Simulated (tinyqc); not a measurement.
Photoconductance decay in a wafer: bulk and surface recombination modes, and iron detection by pair splitting: one step, computed by the program tinyqc.

Both faces of the wafer have the same S; injection is low and all coefficients are constant. x runs from -W/2 to W/2.

Question. Effective lifetime. Even modes cos(a x) obey b tan b = S W/(2 D) with b = a W/2, odd modes sin(a x) obey -b cot b = S W/(2 D); each decays at the rate 1/tau_b + D a^2. tau_eff is the decay time of the first mode. The surface time is 1/(D a^2) of that mode; shortcuts for it are W/(2 S), W^2/(pi^2 D) and their sum, whose error is sum/surface time - 1.

Inputs (values chosen for the exercise, modelled on p-type silicon):
```
quantity                          value         unit
thickness W                         150   micrometre
diffusivity D                      23.3       cm^2/s
bulk lifetime tau_b without iron   1200  microsecond
surface recombination velocity S    5.1         cm/s
```

Give: tau_eff; surface time; W/(2 S); W^2/(pi^2 D); error of the sum; tau_eff/tau_b.

Answer.

tau_eff = 661.0 microsecond

surface time = 1471 microsecond

W/(2 S) = 1471 microsecond

W^2/(pi^2 D) = 0.9784 microsecond

error of the sum = 0.01180 %

tau_eff/tau_b = 0.5508

The surfaces are slow against diffusion, so W/(2 S) is the larger part. tau_eff is only 0.55 of tau_b, so it understates the bulk lifetime.
